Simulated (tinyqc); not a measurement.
Worked calculation: Pariser-Parr-Pople SCF with singles CI, for the molecule c1ccc2cccc-2cc1 (SMILES; centres numbered as the heavy atoms are written). Computed by tinyqc, a small Python program that keeps every step. Settings: charge = 0, gamma = MN, start = core, damping = 0.5, iteration cap = 89, excitations kept = 4. Command: `OMP_NUM_THREADS=1 python tinyqc.py 28154 28155 out.jsonl` (the two numbers bound the seeds that draw the settings). One thread of a shared host (Intel(R) Xeon(R) Processor @ 2.60GHz), about 0.02 s of CPU time with the checks. Later iterations appear only in the table of the cycle.

## PPP integrals

Centres (angstrom, eV; a flat drawing with bonds scaled to 1.40 angstrom):
```
centre        x        y  core charge z        W  gamma_rr
1C       2.5310   0.0000              1  11.1600   11.1300
2C       1.9240   1.2610              1  11.1600   11.1300
3C       0.5590   1.5730              1  11.1600   11.1300
4C      -0.5360   0.7000              1  11.1600   11.1300
5C      -1.8670   1.1330              1  11.1600   11.1300
6C      -2.6900   0.0000              1  11.1600   11.1300
7C      -1.8670  -1.1330              1  11.1600   11.1300
8C      -0.5360  -0.7000              1  11.1600   11.1300
9C       0.5590  -1.5730              1  11.1600   11.1300
10C      1.9240  -1.2610              1  11.1600   11.1300
```

Resonance integrals (eV):
```
i    j     beta
1    2  -2.4100
2    3  -2.4100
3    4  -2.4100
4    5  -2.4100
5    6  -2.4100
6    7  -2.4100
7    8  -2.4100
8    9  -2.4100
9   10  -2.4100
10   1  -2.4100
8    4  -2.4100
```

Mataga-Nishimoto: gamma = 14.399645/(R + a), a = 2 x 14.399645/(gamma_rr + gamma_ss); H_rr = -W_r - sum_(s != r) z_s gamma_rs; H_rs = beta for bonds.

repulsion gamma_rs (eV), order 1C, 2C, 3C, 4C, 5C, 6C, 7C, 8C, 9C, 10C:
```
[[11.1300, 5.3466, 3.7732, 3.2434, 2.4677, 2.2103, 2.4677, 3.2434, 3.7732, 5.3466],
 [5.3466, 11.1300, 5.3451, 3.7726, 2.8307, 2.3695, 2.4924, 3.2434, 3.2436, 3.7737],
 [3.7732, 5.3451, 11.1300, 5.3447, 3.8304, 2.9366, 2.9220, 3.7727, 3.2433, 3.2436],
 [3.2434, 3.7726, 5.3447, 11.1300, 5.3462, 4.0464, 4.0459, 5.3455, 3.7727, 3.2434],
 [2.4677, 2.8307, 3.8304, 5.3462, 11.1300, 5.3448, 4.0451, 4.0459, 2.9220, 2.4924],
 [2.2103, 2.3695, 2.9366, 4.0464, 5.3448, 11.1300, 5.3448, 4.0464, 2.9366, 2.3695],
 [2.4677, 2.4924, 2.9220, 4.0459, 4.0451, 5.3448, 11.1300, 5.3462, 3.8304, 2.8307],
 [3.2434, 3.2434, 3.7727, 5.3455, 4.0459, 4.0464, 5.3462, 11.1300, 5.3447, 3.7726],
 [3.7732, 3.2436, 3.2433, 3.7727, 2.9220, 2.9366, 3.8304, 5.3447, 11.1300, 5.3451],
 [5.3466, 3.7737, 3.2436, 3.2434, 2.4924, 2.3695, 2.8307, 3.7726, 5.3451, 11.1300]]
```

core matrix H (eV), order 1C, 2C, 3C, 4C, 5C, 6C, 7C, 8C, 9C, 10C:
```
[[-43.0320, -2.4100, 0.0000, 0.0000, 0.0000, 0.0000, 0.0000, 0.0000, 0.0000, -2.4100],
 [-2.4100, -43.5776, -2.4100, 0.0000, 0.0000, 0.0000, 0.0000, 0.0000, 0.0000, 0.0000],
 [0.0000, -2.4100, -45.5717, -2.4100, 0.0000, 0.0000, 0.0000, 0.0000, 0.0000, 0.0000],
 [0.0000, 0.0000, -2.4100, -49.3209, -2.4100, 0.0000, 0.0000, -2.4100, 0.0000, 0.0000],
 [0.0000, 0.0000, 0.0000, -2.4100, -44.4852, -2.4100, 0.0000, 0.0000, 0.0000, 0.0000],
 [0.0000, 0.0000, 0.0000, 0.0000, -2.4100, -42.7649, -2.4100, 0.0000, 0.0000, 0.0000],
 [0.0000, 0.0000, 0.0000, 0.0000, 0.0000, -2.4100, -44.4852, -2.4100, 0.0000, 0.0000],
 [0.0000, 0.0000, 0.0000, -2.4100, 0.0000, 0.0000, -2.4100, -49.3209, -2.4100, 0.0000],
 [0.0000, 0.0000, 0.0000, 0.0000, 0.0000, 0.0000, 0.0000, -2.4100, -45.5717, -2.4100],
 [-2.4100, 0.0000, 0.0000, 0.0000, 0.0000, 0.0000, 0.0000, 0.0000, -2.4100, -43.5776]]
```

## Starting guess

pi electrons, sum of z_r less the charge = 10

Orbitals of the core matrix H.

P at the start, order 1C, 2C, 3C, 4C, 5C, 6C, 7C, 8C, 9C, 10C:
```
[[0.5307, 0.4995, 0.3176, -0.1555, 0.0706, 0.1435, 0.0706, -0.1555, 0.3176, 0.4995],
 [0.4995, 0.8059, 0.7664, -0.1220, -0.1739, 0.0627, 0.2044, -0.0513, -0.0877, 0.1555],
 [0.3176, 0.7664, 1.0005, 0.4061, -0.1954, -0.1341, 0.0178, 0.0281, -0.2859, -0.0877],
 [-0.1555, -0.1220, 0.4061, 1.5870, 0.5341, -0.0841, -0.3184, 0.2330, 0.0281, -0.0513],
 [0.0706, -0.1739, -0.1954, 0.5341, 0.9451, 0.6627, 0.2360, -0.3184, 0.0178, 0.2044],
 [0.1435, 0.0627, -0.1341, -0.0841, 0.6627, 0.7922, 0.6627, -0.0841, -0.1341, 0.0627],
 [0.0706, 0.2044, 0.0178, -0.3184, 0.2360, 0.6627, 0.9451, 0.5341, -0.1954, -0.1739],
 [-0.1555, -0.0513, 0.0281, 0.2330, -0.3184, -0.0841, 0.5341, 1.5870, 0.4061, -0.1220],
 [0.3176, -0.0877, -0.2859, 0.0281, 0.0178, -0.1341, -0.1954, 0.4061, 1.0005, 0.7664],
 [0.4995, 0.1555, -0.0877, -0.0513, 0.2044, 0.0627, -0.1739, -0.1220, 0.7664, 0.8059]]
```

## Iteration 1: Fock matrix

F_rr = H_rr + P_rr gamma_rr / 2 + sum_(s != r) P_ss gamma_rs; F_rs = H_rs - P_rs gamma_rs / 2; E = tr P (H + F) / 2 + core repulsion sum_(r<s) z_r z_s gamma_rs.

F (eV), order 1C, 2C, 3C, 4C, 5C, 6C, 7C, 8C, 9C, 10C:
```
[[-7.2003, -3.7454, -0.5992, 0.2523, -0.0871, -0.1586, -0.0871, 0.2523, -0.5992, -3.7454],
 [-3.7454, -6.5782, -4.4584, 0.2300, 0.2462, -0.0742, -0.2548, 0.0831, 0.1423, -0.2935],
 [-0.5992, -4.4584, -4.6570, -3.4954, 0.3742, 0.1969, -0.0260, -0.0530, 0.4637, 0.1423],
 [0.2523, 0.2300, -3.4954, -3.4260, -3.8376, 0.1702, 0.6442, -3.0327, -0.0530, 0.0831],
 [-0.0871, 0.2462, 0.3742, -3.8376, -3.9077, -4.1809, -0.4773, 0.6442, -0.0260, -0.2548],
 [-0.1586, -0.0742, 0.1969, 0.1702, -4.1809, -4.5418, -4.1809, 0.1702, 0.1969, -0.0742],
 [-0.0871, -0.2548, -0.0260, 0.6442, -0.4773, -4.1809, -3.9077, -3.8376, 0.3742, 0.2462],
 [0.2523, 0.0831, -0.0530, -3.0327, 0.6442, 0.1702, -3.8376, -3.4260, -3.4954, 0.2300],
 [-0.5992, 0.1423, 0.4637, -0.0530, -0.0260, 0.1969, 0.3742, -3.4954, -4.6570, -4.4584],
 [-3.7454, -0.2935, 0.1423, 0.0831, -0.2548, -0.0742, 0.2462, 0.2300, -4.4584, -6.5782]]
```

pi energy = -122.0031 eV

## Iteration 1: orbitals and new P

Diagonalise F (the basis is taken as orthonormal) and form P = 2 sum c c over the lowest orbitals; 0.5 of the old P is kept.

orbital energies (eV): [-13.9295, -11.4331, -10.8470, -8.2420, -6.9152, -3.1759, -1.5643, 0.5820, 2.5476, 4.0973]

P after iteration 1, order 1C, 2C, 3C, 4C, 5C, 6C, 7C, 8C, 9C, 10C:
```
[[0.7455, 0.5628, 0.2073, -0.2172, 0.0477, 0.1705, 0.0477, -0.2172, 0.2073, 0.5628],
 [0.5628, 0.9311, 0.7235, -0.0703, -0.2004, 0.0272, 0.1952, -0.0172, -0.1531, 0.0354],
 [0.2073, 0.7235, 0.9282, 0.4995, -0.0658, -0.1719, -0.0459, 0.1109, -0.1923, -0.1531],
 [-0.2172, -0.0703, 0.4995, 1.3070, 0.5756, -0.0634, -0.2905, 0.2582, 0.1109, -0.0172],
 [0.0477, -0.2004, -0.0658, 0.5756, 1.0099, 0.6610, 0.0748, -0.2905, -0.0459, 0.1952],
 [0.1705, 0.0272, -0.1719, -0.0634, 0.6610, 0.9021, 0.6610, -0.0634, -0.1719, 0.0272],
 [0.0477, 0.1952, -0.0459, -0.2905, 0.0748, 0.6610, 1.0099, 0.5756, -0.0658, -0.2004],
 [-0.2172, -0.0172, 0.1109, 0.2582, -0.2905, -0.0634, 0.5756, 1.3070, 0.4995, -0.0703],
 [0.2073, -0.1531, -0.1923, 0.1109, -0.0459, -0.1719, -0.0658, 0.4995, 0.9282, 0.7235],
 [0.5628, 0.0354, -0.1531, -0.0172, 0.1952, 0.0272, -0.2004, -0.0703, 0.7235, 0.9311]]
```

## Iteration 2: Fock matrix

As before.

F (eV), order 1C, 2C, 3C, 4C, 5C, 6C, 7C, 8C, 9C, 10C:
```
[[-6.4660, -3.9145, -0.3911, 0.3523, -0.0588, -0.1884, -0.0588, 0.3523, -0.3911, -3.9145],
 [-3.9145, -6.2413, -4.3437, 0.1327, 0.2836, -0.0322, -0.2433, 0.0279, 0.2483, -0.0668],
 [-0.3911, -4.3437, -5.2012, -3.7449, 0.1259, 0.2524, 0.0671, -0.2092, 0.3118, 0.2483],
 [0.3523, 0.1327, -3.7449, -4.5122, -3.9485, 0.1282, 0.5876, -3.1002, -0.2092, 0.0279],
 [-0.0588, 0.2836, 0.1259, -3.9485, -4.6193, -4.1763, -0.1513, 0.5876, 0.0671, -0.2433],
 [-0.1884, -0.0322, 0.2524, 0.1282, -4.1763, -4.8602, -4.1763, 0.1282, 0.2524, -0.0322],
 [-0.0588, -0.2433, 0.0671, 0.5876, -0.1513, -4.1763, -4.6193, -3.9485, 0.1259, 0.2836],
 [0.3523, 0.0279, -0.2092, -3.1002, 0.5876, 0.1282, -3.9485, -4.5122, -3.7449, 0.1327],
 [-0.3911, 0.2483, 0.3118, -0.2092, 0.0671, 0.2524, 0.1259, -3.7449, -5.2012, -4.3437],
 [-3.9145, -0.0668, 0.2483, 0.0279, -0.2433, -0.0322, 0.2836, 0.1327, -4.3437, -6.2413]]
```

pi energy = -125.0773 eV

## Iteration 2: orbitals and new P

As before.

orbital energies (eV): [-13.7088, -12.0965, -11.1821, -9.0677, -7.8359, -2.9005, -1.7134, 0.7464, 2.1205, 3.1639]

P after iteration 2, order 1C, 2C, 3C, 4C, 5C, 6C, 7C, 8C, 9C, 10C:
```
[[0.8391, 0.5978, 0.1565, -0.2386, 0.0363, 0.1797, 0.0363, -0.2386, 0.1565, 0.5978],
 [0.5978, 0.9857, 0.6986, -0.0472, -0.2141, 0.0138, 0.1918, -0.0100, -0.1917, -0.0107],
 [0.1565, 0.6986, 0.8993, 0.5478, -0.0081, -0.1928, -0.0745, 0.1538, -0.1522, -0.1917],
 [-0.2386, -0.0472, 0.5478, 1.1679, 0.5952, -0.0529, -0.2759, 0.2782, 0.1538, -0.0100],
 [0.0363, -0.2141, -0.0081, 0.5952, 1.0485, 0.6601, -0.0138, -0.2759, -0.0745, 0.1918],
 [0.1797, 0.0138, -0.1928, -0.0529, 0.6601, 0.9579, 0.6601, -0.0529, -0.1928, 0.0138],
 [0.0363, 0.1918, -0.0745, -0.2759, -0.0138, 0.6601, 1.0485, 0.5952, -0.0081, -0.2141],
 [-0.2386, -0.0100, 0.1538, 0.2782, -0.2759, -0.0529, 0.5952, 1.1679, 0.5478, -0.0472],
 [0.1565, -0.1917, -0.1522, 0.1538, -0.0745, -0.1928, -0.0081, 0.5478, 0.8993, 0.6986],
 [0.5978, -0.0107, -0.1917, -0.0100, 0.1918, 0.0138, -0.2141, -0.0472, 0.6986, 0.9857]]
```

## Iteration 3: Fock matrix

As before.

F (eV), order 1C, 2C, 3C, 4C, 5C, 6C, 7C, 8C, 9C, 10C:
```
[[-6.1671, -4.0081, -0.2953, 0.3869, -0.0448, -0.1986, -0.0448, 0.3869, -0.2953, -4.0081],
 [-4.0081, -6.1167, -4.2769, 0.0891, 0.3030, -0.0163, -0.2390, 0.0163, 0.3109, 0.0202],
 [-0.2953, -4.2769, -5.4764, -3.8738, 0.0155, 0.2831, 0.1088, -0.2902, 0.2468, 0.3109],
 [0.3869, 0.0891, -3.8738, -5.0173, -4.0011, 0.1071, 0.5581, -3.1536, -0.2902, 0.0163],
 [-0.0448, 0.3030, 0.0155, -4.0011, -4.9292, -4.1740, 0.0280, 0.5581, 0.1088, -0.2390],
 [-0.1986, -0.0163, 0.2831, 0.1071, -4.1740, -4.9660, -4.1740, 0.1071, 0.2831, -0.0163],
 [-0.0448, -0.2390, 0.1088, 0.5581, 0.0280, -4.1740, -4.9292, -4.0011, 0.0155, 0.3030],
 [0.3869, 0.0163, -0.2902, -3.1536, 0.5581, 0.1071, -4.0011, -5.0173, -3.8738, 0.0891],
 [-0.2953, 0.3109, 0.2468, -0.2902, 0.1088, 0.2831, 0.0155, -3.8738, -5.4764, -4.2769],
 [-4.0081, 0.0202, 0.3109, 0.0163, -0.2390, -0.0163, 0.3030, 0.0891, -4.2769, -6.1167]]
```

pi energy = -126.6272 eV

## Iteration 3: orbitals and new P

As before.

orbital energies (eV): [-13.8193, -12.3004, -11.4139, -9.3890, -8.2085, -2.8637, -1.8022, 0.8745, 1.9662, 2.7436]

P after iteration 3, order 1C, 2C, 3C, 4C, 5C, 6C, 7C, 8C, 9C, 10C:
```
[[0.8817, 0.6173, 0.1314, -0.2445, 0.0310, 0.1824, 0.0310, -0.2445, 0.1314, 0.6173],
 [0.6173, 1.0090, 0.6835, -0.0359, -0.2213, 0.0086, 0.1908, -0.0107, -0.2142, -0.0264],
 [0.1314, 0.6835, 0.8892, 0.5735, 0.0167, -0.2050, -0.0877, 0.1761, -0.1352, -0.2142],
 [-0.2445, -0.0359, 0.5735, 1.0972, 0.6043, -0.0461, -0.2677, 0.2911, 0.1761, -0.0107],
 [0.0310, -0.2213, 0.0167, 0.6043, 1.0713, 0.6595, -0.0629, -0.2677, -0.0877, 0.1908],
 [0.1824, 0.0086, -0.2050, -0.0461, 0.6595, 0.9851, 0.6595, -0.0461, -0.2050, 0.0086],
 [0.0310, 0.1908, -0.0877, -0.2677, -0.0629, 0.6595, 1.0713, 0.6043, 0.0167, -0.2213],
 [-0.2445, -0.0107, 0.1761, 0.2911, -0.2677, -0.0461, 0.6043, 1.0972, 0.5735, -0.0359],
 [0.1314, -0.2142, -0.1352, 0.1761, -0.0877, -0.2050, 0.0167, 0.5735, 0.8892, 0.6835],
 [0.6173, -0.0264, -0.2142, -0.0107, 0.1908, 0.0086, -0.2213, -0.0359, 0.6835, 1.0090]]
```

## Convergence

Stop when output and input P, before any damping, agree to 1e-7.

Course of the cycle:
```
iteration       E (eV)  largest |P(out) - P(in)|
1          -122.003107                  5.60e-01
2          -125.077328                  2.78e-01
3          -126.627218                  1.42e-01
4          -127.414967                  7.33e-02
5          -127.815602                  3.87e-02
6          -128.019147                  2.08e-02
7          -128.122434                  1.15e-02
8          -128.174795                  6.72e-03
9          -128.201319                  4.23e-03
10         -128.214748                  2.73e-03
11         -128.221544                  1.81e-03
...                ...                       ...
33         -128.228507                  1.92e-06
34         -128.228507                  1.42e-06
35         -128.228507                  1.06e-06
36         -128.228507                  7.85e-07
37         -128.228507                  5.84e-07
38         -128.228507                  4.34e-07
39         -128.228507                  3.23e-07
40         -128.228507                  2.40e-07
41         -128.228507                  1.78e-07
42         -128.228507                  1.33e-07
43         -128.228507                  9.87e-08
```

Converged in 43 iterations.

## Converged orbitals

Charges are z - P_rr.

orbital energies (eV): [-14.1058, -12.4266, -11.6781, -9.6508, -8.5138, -2.8724, -1.9248, 0.9867, 1.8706, 2.3623]

coefficients, order 1C, 2C, 3C, 4C, 5C, 6C, 7C, 8C, 9C, 10C:
```
[[0.2885, 0.5099, 0.0000, 0.3453, 0.0000, 0.5034, 0.0000, 0.4997, -0.1856, 0.0000],
 [0.2995, 0.3820, 0.3818, 0.1203, -0.3371, -0.1314, 0.4675, -0.4396, 0.1986, 0.1486],
 [0.3414, 0.0803, 0.4912, -0.2633, -0.1151, -0.4371, -0.3852, 0.2621, -0.2188, -0.3117],
 [0.4142, -0.2538, 0.2801, -0.3089, 0.3138, 0.3347, -0.1744, -0.0157, 0.2374, 0.5410],
 [0.2455, -0.3102, 0.1858, 0.2956, 0.5241, 0.0393, 0.3205, -0.2349, -0.4465, -0.2969],
 [0.2016, -0.3376, 0.0000, 0.5895, 0.0000, -0.3205, 0.0000, 0.3400, 0.5287, 0.0000],
 [0.2455, -0.3102, -0.1858, 0.2956, -0.5241, 0.0393, -0.3205, -0.2349, -0.4465, 0.2969],
 [0.4142, -0.2538, -0.2801, -0.3089, -0.3138, 0.3347, 0.1744, -0.0157, 0.2374, -0.5410],
 [0.3414, 0.0803, -0.4912, -0.2633, 0.1151, -0.4371, 0.3852, 0.2621, -0.2188, 0.3117],
 [0.2995, 0.3820, -0.3818, 0.1203, 0.3371, -0.1314, -0.4675, -0.4396, 0.1986, -0.1486]]
```

pi charges: [0.0752, -0.0189, 0.1063, -0.0166, -0.1062, -0.0043, -0.1062, -0.0166, 0.1063, -0.0189]

## Singles CI, singlets

Over the 4 single excitations with the smallest orbital gaps: A = (e_a - e_i) delta + 2 (ia|jb) - (ij|ab), with (pq|rs) = sum c_mp c_mq gamma_mn c_nr c_ns. f = 2/3 w |mu|^2 in atomic units, mu = sqrt2 sum c_ia sum_m c_mi c_ma R_m.

singlet CI matrix (eV), order 5>6, 5>7, 4>6, 4>7:
```
[[2.1176, 0.0000, 0.0000, 0.5331],
 [0.0000, 4.1096, -0.6373, 0.0000],
 [0.0000, -0.6373, 4.2607, 0.0000],
 [0.5331, 0.0000, 0.0000, 4.7791]]
```

singlet excitation energies (eV): [2.0148, 3.5434, 4.8269, 4.8819]

oscillator strengths: [0.0346, 0.0091, 2.0484, 0.5818]

## Singles CI, triplets

Over the 4 single excitations with the smallest orbital gaps: A = (e_a - e_i) delta - (ij|ab), with (pq|rs) = sum c_mp c_mq gamma_mn c_nr c_ns.

triplet CI matrix (eV), order 5>6, 5>7, 4>6, 4>7:
```
[[1.5565, 0.0000, 0.0000, -0.1403],
 [0.0000, 2.1953, -0.1403, 0.0000],
 [0.0000, -0.1403, 2.3774, 0.0000],
 [-0.1403, 0.0000, 0.0000, 3.7252]]
```

triplet excitation energies (eV): [1.5475, 2.1191, 2.4536, 3.7342]
